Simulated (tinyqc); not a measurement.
# Schottky diode by thermionic emission with image-force lowering and series resistance: soft saturation in reverse bias

Metal on an n-type semiconductor with one parabolic valley; V > 0 is forward bias (metal positive). I = I0 [exp(Vj/(n Vt)) - 1] with Vj = V - I Rs; I0 = S A* T^2 exp(-(phi - dphi)/Vt), the lowering dphi taken at zero bias.

A* = 4 pi q me m0 kB^2/h^3 (times 1e-4 for A/(cm^2 K^2)); Nc = 2 (2 pi me m0 kB T/h^2)^1.5 (times 1e-6 for cm^-3); xi = Vt ln(Nc/Nd), Vbi = phi - xi; surface field Em = sqrt(2 q Nd (Vbi - V - Vt)/(eps0 eps_r)); dphi = sqrt(q Em/(4 pi eps0 eps_r)). Here dphi follows the bias, J = -A* T^2 exp(-(phi - dphi(V))/Vt) [1 - exp(V/Vt)], without Rs.

Values chosen for this exercise; band and dielectric values those of a made-up semiconductor:

| symbol | value | unit | meaning |
|---|---|---|---|
| T | 300 | K | temperature |
| me | 0.221 | m0 | electron mass |
| eps_r | 7.66 |  | relative permittivity |
| phi | 1.09 | eV | barrier height seen from the metal |
| Nd | 9.6e15 | cm^-3 | donor density |

Constants: q = 1.602176634e-19 C, kB = 1.380649e-23 J/K, h = 6.62607015e-34 J s, m0 = 9.1093837015e-31 kg, Vt = kB T/q, eps0 = 8.8541878128e-14 F/cm where lengths are in cm. Results are converted to the units shown.

Soft saturation in reverse bias:

| V (V) | Em (kV/cm) | dphi (meV) | J (A/cm^2) |
|---|---|---|---|
| -0.2 | 71.25 | 36.60 | -4.807e-12 |
| -0.5 | 80.23 | 38.84 | -5.244e-12 |
| -1 | 93.30 | 41.88 | -5.899e-12 |
| -2 | 115.1 | 46.51 | -7.056e-12 |
| -4 | 149.4 | 52.99 | -9.067e-12 |
| -7 | 189.5 | 59.69 | -1.175e-11 |
| -10 | 222.5 | 64.68 | -1.425e-11 |
| -15 | 268.7 | 71.07 | -1.825e-11 |

What does the comparison show?

dphi rises from 36.6 to 71.1 meV, as the square root of the field, and |J| grows by a factor of 3.80: the reverse current does not saturate. Tunnelling and generation are left out.

Computed by the program tinyqc: `OMP_NUM_THREADS=1 python tinyqc.py 2640116 2640117 out.jsonl`, one thread of a shared Intel Xeon 2.30GHz, about 0.01 s for the whole run.
